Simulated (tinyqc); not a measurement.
Inside a calculation. Model: oxide trap near a transistor channel: two-state multiphonon kinetics, telegraph noise and bias instability. Computed by tinyqc, a small Python program that keeps every step. Command: `OMP_NUM_THREADS=1 python tinyqc.py 3012436 3012437 out.jsonl oxidetrap walk`. One thread of a shared host (Intel(R) Xeon(R) Processor @ 2.30GHz), about 0.01 s of CPU time with the checks. Intermediate numbers are printed to about 6 digits and carried at full precision; extremes and crossings named in words are read from the listed rows.

An n-channel device under positive gate bias. The trap is empty (state 1) or holds an electron (state 2); both states are parabolas of equal curvature, and the electron reservoir is taken at the Fermi level of the channel.

Inputs (values chosen for the exercise, with an insulator like SiO2 on silicon):
```
quantity                                value         unit
insulator constant eps_ox                3.77            -
insulator thickness t_ox                  6.8           nm
trap depth x from the interface             1           nm
tunnel barrier phi_b                     2.98           eV
tunnelling mass m_ox                     0.39          m_0
trap level above E_F at zero field E_t   0.16           eV
relaxation energy E_R                     2.5           eV
oxide field F                               2        MV/cm
attempt rate k_0 at the interface       8e+12          1/s
temperature T                             350            K
channel width W                           180           nm
channel length L                          190           nm
frequency f                                10           Hz
stress time t_s                          0.08            s
trap density N_t                        1e+17  cm^-3 eV^-1
mean capture barrier mu_c                 1.2           eV
spread of the barriers s_c               0.17           eV
saturation shift dV_max                    44           mV
```

Parts treated: one trap and an ensemble.

Constants: hbar^2/(2 m_0) = 3.80998212 eV angstrom^2; k_B = 8.617333262e-05 eV/K; e = 1.602176634e-19 C; eps_0 = 8.8541878128e-12 F/m.

## Tunnelling factor

kappa = sqrt(2 m_ox phi_b)/hbar = sqrt(m_ox phi_b/(hbar^2/2m_0)); attenuation length lambda = 1/(2 kappa); factor exp(-x/lambda) for a rectangular barrier.

kappa = 5.52305 1/nm

attenuation length lambda = 0.0905297 nm

tunnelling factor = 1.59492e-05

## Barriers and time constants

E_21 = E_t - e F x is the energy of state 2 over state 1; barriers E_c = (E_R + E_21)^2/(4 E_R), E_e = E_c - E_21; tau_c = exp(E_c/k_B T)/(k_0 P), tau_e = exp(E_e/k_B T)/(k_0 P), P the tunnelling factor; occupation f_2 = tau_e/(tau_c + tau_e); 1/tau_0 = 1/tau_c + 1/tau_e.

E_21 = -0.04 eV

capture barrier E_c = 0.60516 eV

emission barrier E_e = 0.64516 eV

capture time tau_c = 4.05593 s

emission time tau_e = 15.2780 s

occupation f_2 = 0.790216

tau_0 = 3.20506 s

The two times are within a factor 30 of each other, so the trap switches between both states and shows as telegraph noise.

## Step height and noise

Charge-sheet step dV = e (t_ox - x)/(eps_ox eps_0 W L); Lorentzian spectrum S(f) = 4 dV^2 tau_0^2/((tau_c + tau_e)(1 + (2 pi f tau_0)^2)); corner 1/(2 pi tau_0); variance dV^2 f_2 (1 - f_2) = dV^2 tau_0/(tau_c + tau_e).

threshold step dV = 0.813996 mV

corner frequency = 0.0496573 Hz

S(f) = 3.47228e-11 V^2/Hz

root-mean-square noise = 0.331422 mV

f lies above the corner, on the 1/f^2 tail. Random dopants and current percolation, left out here, spread real steps around this value.

## Stress and recovery of one trap

From the zero-field occupation f(0), f(t) = f_2 + (f(0) - f_2) exp(-t/tau_0) under the field; after t_s the field is removed and f relaxes with the zero-field constants.

occupation at zero field = 0.00494253

tau_0 at zero field = 0.597772 s

occupation after stress = 0.0243008

half-time of recovery = 0.414344 s

## Bias dependence of the times

The formulas are those given above.

Against field:
```
F (MV/cm)     E_21 (eV)  tau_c (s)  tau_e (s)       f_2
0.0         1.60000e-01    120.944     0.6007  0.004943
0.6         1.00000e-01     42.476     1.5424  0.035041
1.2         4.00000e-02     15.278     4.0559  0.209784
1.6        -2.77556e-17      7.830     7.8302  0.500000
2.0        -4.00000e-02      4.056    15.2780  0.790216
2.4        -8.00000e-02      2.123    30.1276  0.934163
3.0        -1.40000e-01      0.820    85.1045  0.990452
```

ln(tau_c/tau_e) falls by e x/k_B T = 3.316 per MV/cm, which measures the depth x if the change of surface potential with bias is left aside. Over these rows tau_c shortens by 2.17 decades and tau_e lengthens by 2.15; the two share the shift almost equally, as the first and last E_21 average to little against E_R. The times cross at F = E_t/(e x) = 1.60 MV/cm.

## Many traps: 1/f noise

McWhorter number fluctuations for traps uniform in depth and energy: S_V = e^2 k_B T N_t lambda/(W L C_ox^2 f), C_ox = eps_ox eps_0/t_ox. The number of traps within k_B T in energy and one decade in time is N_t k_B T lambda ln(10) W L.

C_ox = 0.490887 microF/cm^2

1/f noise S_V(f) = 8.50480e-10 V^2/Hz

active traps per decade = 0.0215017

With less than one active trap per decade a single device shows separate Lorentzians; 1/f is only the average over many devices. Caution: N_t k_B T lambda ln(10) W L, the number of active traps per decade, is below one, so S_V is only the mean over many devices.

## Many traps: shift under stress

For a normal spread of capture barriers (given for the stress field, with depth and field not resolved, k_0 being taken as the effective rate of the ensemble), traps with barrier below k_B T ln(k_0 t) are filled: dV(t) = (dV_max/2) erfc((mu_c - k_B T ln(k_0 t))/(sqrt(2) s_c)); local exponent n = d ln dV/d ln t (central difference, factor 1.01 in t).

filling front k_B T ln(k_0 t_s) = 0.819910 eV

shift after t_s = 0.557991 mV

local time exponent n = 0.458382

## Power law or saturation

The extrapolation continues the power law fitted through 10 s and 1000 s.

Against stress time:
```
t (s)      shift (mV)  local exponent  power law (mV)  shift at T + 50 K (mV)
1.00e-03  5.68596e-02        0.584661     3.15662e-01                  0.3273
1.00e-01  6.17651e-01        0.452077     1.07959e+00                  2.9305
1.00e+01  3.69228e+00        0.325837     3.69228e+00                 12.5433
1.00e+03  1.26279e+01        0.210570     1.26279e+01                 28.2826
1.00e+05  2.64256e+01        0.114085     4.31884e+01                 39.7382
1.00e+07  3.77570e+01        0.046438     1.47708e+02                 43.4385
3.00e+08  4.19348e+01        0.018253     3.66287e+02                 43.9237
```

The exponent falls from 0.585 to 0.018 as the front climbs the distribution, so the power law overstates the shift at 3e8 s (about ten years) by a factor 8.73. Heating by 50 K raises the shift at 1000 s by a factor 2.24: time and temperature enter only through T ln(k_0 t).

Checks made by the program: detailed balance tau_c/tau_e = exp(E_21/k_B T) (relative difference 1e-10); the integral of S(f) against the variance (relative difference below 1e-10).
